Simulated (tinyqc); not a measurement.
Worked calculation: two-band k.p model of the X valleys of a zinc-blende crystal. Values are carried at full precision from step to step, so a last printed digit may differ when a step is redone from the rounded ones.

With x = D/D0: for x < 1 the minima lie at k_m = sqrt(ml D0 (1 - x^2)/(4 c)), the hump at X has the height dE = (D0/4)(1 - x)^2 and the mass at the minimum is ml/(1 - x^2); the mass at X is ml/(1 - 1/x), negative for x < 1. For x > 1 the minimum is at X.

Constants: hbar^2/2m0 = 3.80998211 eV angstrom^2; kB = 8.617333262e-05 eV/K.

Parameters, chosen for this exercise (of the order of those of AlAs; not measured data): D = 0.391 eV (splitting of the two conduction levels at X); D0 = 0.148 eV (coupling energy); ml = 0.635 m0 (mass along the axis from remote bands); k = 0.02 1/angstrom (wave vector from X); kmax = 0.12 1/angstrom (end of the path); mt = 0.191 m0 (transverse mass); T = 20 K (temperature).

## Shape of the lower band

Give x, k_m, dE and both masses.

x = 2.6419
k_m = 0.00000 1/angstrom
dE = 0.000 meV
mass at the minimum = 1.022 m0
mass at X = 1.022 m0

The splitting wins, so the minimum stays at X, with a mass raised by a factor of 1.61 through the repulsion from the upper band.

## The matrix at one k

k along the valley axis, counted from X, c = hbar^2/2m0, e = c k^2/ml. H = [[e - D/2, i P k], [-i P k, e + D/2]] with P^2 = D0 c/ml, so E = e -/+ sqrt(D^2/4 + D0 e). For D = 0 (diamond lattice) the bands cross at X.

Give P, the matrix, its levels and the weight of the lower X state in the lower band.

P = 0.9423 eV angstrom

H (eV):
```
,1,2
1,-0.1931,0.0188i
2,-0.0188i,0.1979
```

levels (eV): -0.1940  0.1988

weight = 0.9977

## Dispersion along the axis

Nine points; energies of the lower band from its minimum, against a parabola about the minimum with the mass there.

Results:
```
k (1/angstrom),lower band (meV),parabola (meV),gap to the upper band (eV)
0.0000,0.00,0.00,0.3910
0.0150,0.84,0.84,0.3920
0.0300,3.37,3.36,0.3951
0.0450,7.60,7.55,0.4001
0.0600,13.59,13.42,0.4070
0.0750,21.37,20.97,0.4158
0.0900,31.00,30.20,0.4262
0.1050,42.54,41.11,0.4382
0.1200,56.05,53.70,0.4517
```

At kmax the band lies at 56.1 meV and the parabola at 53.7 meV: far from X the curvature returns to 1/ml, so the band is steeper than the parabola of the minimum.

## Thermal masses

Thermal masses along the axis for one X point, lower band, E from the minimum, on 1601 points from -0.8 to 0.8 1/angstrom: density-of-states mass m_d = c I^2/(pi kT), I = integral of exp(-E/kT) dk; conductivity mass m_c = 2 c kT/<(dE/dk)^2> with central differences.

Give m_d, m_c and Nc = 3 x 2 (kT/(4 pi c))^(3/2) mt sqrt(m_d) for three X points; 1 angstrom^-3 = 1e24 cm^-3.

m_d = 1.019 m0
m_c = 1.017 m0
Nc = 2.499e+17 cm^-3

The edge mass is 1.022, and at this temperature the thermal masses hardly differ from it.

## Checks

- Thermal masses without coupling against ml: both 0.6350.

tinyqc: `OMP_NUM_THREADS=1 python tinyqc.py 1880087 1880088 out.jsonl`; about 0.01 s, one thread, shared Intel(R) Xeon(R) Processor @ 2.30GHz.
